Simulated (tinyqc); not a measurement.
# Hole mobility in a silicon inversion layer, empirical terms and Matthiessen rule: two studies

Inversion layer of sheet density Ns on a uniformly doped body. The mobility terms are empirical power laws with prefactors chosen for the exercise; adding their inverses (Matthiessen) is itself an approximation.

Inputs (values chosen for the exercise); material values close to those of silicon:
```
symbol,value,unit,meaning
T,300,K,temperature
Eg,1.13,eV,band gap
eps_r,11.9,,relative permittivity of the semiconductor
Nc,2.8e19,cm^-3,conduction-band density of states at T
Nv,2.67e19,cm^-3,valence-band density of states at T
Nb,8.2e17,cm^-3,body doping
Vsb,1,V,reverse body bias
eta,0.3333,,weight of the inversion charge in the effective field
Ap,119,cm^2/(V s),phonon-limited mobility at 1 MV/cm and 300 K
As,447,cm^2/(V s),roughness-limited mobility at 1 MV/cm
gs,1,,exponent of the roughness term
Ac,2100,cm^2/(V s),Coulomb prefactor
Nit,1.6e11,cm^-2,charge at the interface
Ns,4.1e12,cm^-2,inversion density
```

Constants: q = 1.602176634e-19 C, kB = 1.380649e-23 J/K, Vt = kB T/q, eps0 = 8.8541878128e-14 F/cm where lengths are in cm. Results are converted to the units shown.

Each table varies one quantity; the others keep the values above.

## Effect of the body doping

ni = sqrt(Nc Nv) exp(-Eg/(2 Vt)), Eg in volts; Ndep = sqrt(2 eps0 eps_r Nb (2 Vt ln(Nb/ni) + Vsb)/q); E = q (Ndep + eta Ns)/(eps0 eps_r), in MV/cm. With t = T/(300 K): muC = Ac (Ns/1e12 cm^-2) t/(Nb/1e17 cm^-3 + Nit/1e11 cm^-2), muP = Ap E^(-1/3) t^(-1.75), muS = As E^(-gs); 1/mu is the sum of the inverses.

Result of one run:
```
Nb (cm^-3)  E (MV/cm)  muC (cm^2/(V s))  muP (cm^2/(V s))  muS (cm^2/(V s))  mu (cm^2/(V s))
9.7e16         0.4407              3350             156.4              1014            130.2
```

What becomes of these results when the body doping Nb is changed from 9.7e16 to 4.4e16 cm^-3, all else the same?

Result of the changed run:
```
Nb (cm^-3)  E (MV/cm)  muC (cm^2/(V s))  muP (cm^2/(V s))  muS (cm^2/(V s))  mu (cm^2/(V s))
4.4e16         0.3629              4221             166.8              1232            142.0
```

The whole series:
```
Nb (cm^-3)  E (MV/cm)  muC (cm^2/(V s))  muP (cm^2/(V s))  muS (cm^2/(V s))  mu (cm^2/(V s))
2e16           0.3112              4783             175.6              1437            151.5
4.4e16         0.3629              4221             166.8              1232            142.0
9.7e16         0.4407              3350             156.4              1014            130.2
2.1e17         0.5541              2327             144.9             806.7            116.7
4.7e17         0.7316              1367             132.1             610.9            100.6
1e18           0.9796             742.2             119.8             456.3            84.14
2.3e18          1.391             350.0             106.6             321.3            65.15
5e18            1.970             166.9             94.93             226.9            47.77
```

As Nb goes from 2e16 to 5e18 cm^-3, E rises from 0.311 to 1.97 MV/cm and mu falls from 152 to 47.8 cm^2/(V s). The phonon term is the smallest in the first and the last row. At Nb = 5e18 cm^-3 E passes 1.5 MV/cm, beyond the usual range of such laws.

## Effect of the inversion density

Same model as above.

Results:
```
Ns (cm^-2)  E (MV/cm)  muC (cm^2/(V s))  muP (cm^2/(V s))  muS (cm^2/(V s))  mu (cm^2/(V s))
2e11          0.70724            42.857            133.56            632.03           30.862
6.3e11        0.72904            135.00            132.22            613.14           60.235
1.1e12        0.75286            235.71            130.81            593.74           73.685
2e12          0.79847            428.57            128.27            559.82           83.923
3.6e12        0.87956            771.43            124.20            508.21           88.375
6.3e12         1.0164            1350.0            118.36            439.79           87.232
1.1e13         1.2546            2357.1            110.33            356.29           81.338
2e13           1.7107            4285.7            99.499            261.29           70.868
```

Estimate the missing row, Ns = 3.6e11 cm^-2.

Computed row:
```
Ns (cm^-2)  E (MV/cm)  muC (cm^2/(V s))  muP (cm^2/(V s))  muS (cm^2/(V s))  mu (cm^2/(V s))
3.6e11        0.71535            77.143            133.06            624.87           45.292
```

With this row back in the table: As Ns goes from 2e11 to 2e13 cm^-2, E rises from 0.707 to 1.71 MV/cm and mu goes from 30.9 through a maximum of 88.4 (at Ns = 3.6e12 cm^-2 among the rows listed) to 70.9 cm^2/(V s). The smallest term is the Coulomb one in the first row and the phonon one in the last. Screening lifts the Coulomb term as Ns grows while the field presses the carriers to the interface, hence the maximum. At Ns = 2e13 cm^-2 E passes 1.5 MV/cm, beyond the usual range of such laws.

Program tinyqc, `OMP_NUM_THREADS=1 python tinyqc.py 2510104 2510105 out.jsonl`; Intel Xeon 2.30GHz, shared host, one thread, about 0.01 s.
